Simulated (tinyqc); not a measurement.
Spin coating of a resist or spin-on film: centrifugal thinning, evaporation and the final thickness (Emslie and Meyerhofer models). Changing the spin speed f. Computed by tinyqc, a small Python program. Command: `OMP_NUM_THREADS=1 python tinyqc.py 3111649 3111650 out.jsonl spincoat sweep`. One thread of a shared host (Intel(R) Xeon(R) Processor @ 2.30GHz), about 0.2 s of CPU time with the checks.

A Newtonian film stays uniform over the wafer; solvent and solids have the same density and the concentration is uniform through the thickness.

Inputs (values chosen for the exercise, of the order of those of a polymer resist in an ester solvent): solids volume fraction c0 = 0.27; kinematic viscosity of the solvent nu_s = 1.9 mm^2/s; viscosity constant k = 5400 mm^2/s; viscosity exponent gamma = 2.9; evaporation rate at 1000 rpm e0 = 0.19 micrometre/s; starting thickness h0 = 900 micrometre; wafer radius R = 100 mm; shrinkage in the bake = 5.2 %.

Method:
- omega = 2 pi f/60; nu(c) = nu_s + k c^gamma; evaporation rate e = e0 sqrt(f/1000 rpm).
- Flow constant K = 2 omega^2/(3 nu(c0)); Reynolds number of the air omega R^2/nu_air with nu_air = 15 mm^2/s.
- Full model for solids s and liquid l per area, h = s + l, c = s/h: ds/dt = -c Q, dl/dt = -(1 - c) Q - e, Q = 2 omega^2 h^3/(3 nu(c)); integrated adaptively (relative tolerance 1e-9) until l = 0.
- Dry film = s at l = 0, before the bake; film after the bake = s x (1 - shrinkage).

One run for each value:
```
spin speed f (rpm)  dry film (nm)  time to dry (s)  Reynolds number of the air
400                        7867.9           204.85                  2.7925e+04
610                        6371.3           134.34                  4.2586e+04
940                        5132.5            87.18                  6.5624e+04
1400                       4205.6            58.54                  9.7738e+04
2200                       3354.9            37.25                  1.5359e+05
3400                       2698.7            24.11                  2.3736e+05
5200                       2182.2            15.76                  3.6303e+05
8000                       1759.3            10.25                  5.5851e+05
```

What does the table show, and why?

Over the rows, dry film (nm) falls from 7870 to 1760 (exponent d ln y / d ln x about -0.50 throughout); time to dry (s) falls from 205 to 10.2 (exponent d ln y / d ln x about -1.00 throughout); Reynolds number of the air rises from 27900 to 559000 (exponent d ln y / d ln x about 1.0 throughout). The exponent of dry film stays at -0.50: (e/omega^2)^(1/3) with e as sqrt(f).

Caution (rows 5200, 8000): above a Reynolds number of about 3e5 the air flow near the rim turns turbulent, and evaporation is no longer uniform.
